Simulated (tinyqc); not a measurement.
Double-gate transistor, scale length and short-channel effects: two steps of the calculation.

A body of thickness ts between two insulators of thickness ti and two tied gates. Below threshold the potential that source and drain add obeys Laplace's equation and vanishes on the gate. Its lowest mode decays along the channel as exp(-k y); k is the smallest positive root of the matching condition at the interface, and the scale length is Lambda = pi/k.

Inputs (values chosen for the exercise); permittivities: semiconductor close to that of germanium, insulator close to that of aluminium oxide:
- T = 300 K (temperature)
- eps_r = 16.1 (relative permittivity of the semiconductor)
- ei = 8.9 (relative permittivity of the insulator)
- ti = 1.5 nm (insulator thickness)
- ts = 12.1 nm (body thickness)
- L = 28 nm (channel length)
- Vbi = 0.99 V (potential of the source)
- sT = 0.63 V (potential of the barrier top at threshold)
- VTL = 0.43 V (long-channel threshold)
- m = 1 (long-channel body factor)
- Vds = 0.7 V (drain voltage)

Constants: q = 1.602176634e-19 C, kB = 1.380649e-23 J/K, Vt = kB T/q. Results are converted to the units shown.

Question 1. Scale length against simple estimates. Lambda = pi/k and l = 1/k. A parabolic potential across the structure gives l(parabolic) = sqrt((eps_r/(2 ei)) ts ti (1 + ei ts/(4 eps_r ti))).

k = 0.18210292 1/nm

Wanted: Lambda; l; l(parabolic).

Answer 1.

Lambda = 17.25 nm
l = 5.491 nm
l(parabolic) = 5.892 nm

Question 2. Threshold shift, barrier position and swing. Along the channel psi(y) = s + a exp(y/l) + b exp(-y/l) with psi(0) = Vbi, psi(L) = Vbi + Vds and l = 1/k = Lambda/pi; with A = Vbi - s, B = A + Vds, x = exp(-L/l): a = (B - A x) x/(1 - x^2), b = (A - B x)/(1 - x^2). The minimum is s + 2 sqrt(a b), at y = (l/2) ln(b/a). The long-channel potential follows the gate as s = sT + (Vg - VTL)/m, and the threshold VT is the gate voltage at which the minimum equals sT. Swing = m Vt ln 10/g at threshold, g = d(minimum)/ds = 1 - (b x + a)/((1 + x) sqrt(a b)).

l = 5.4914001 nm

Find: s at threshold; a; b; position of the minimum; VT; swing.

Answer 2.

s at threshold = 0.51414 V
a = 0.0071595 V
b = 0.46870 V
position of the minimum = 11.481 nm
VT = 0.31414 V
swing = 71.886 mV/decade

The threshold lies 116 mV below the long-channel value, and the barrier top sits at 0.41 L from the source.

Numbers from tinyqc (`OMP_NUM_THREADS=1 python tinyqc.py 2420155 2420156 out.jsonl`; about 0.01 s on one thread of a shared Intel Xeon 2.30GHz).
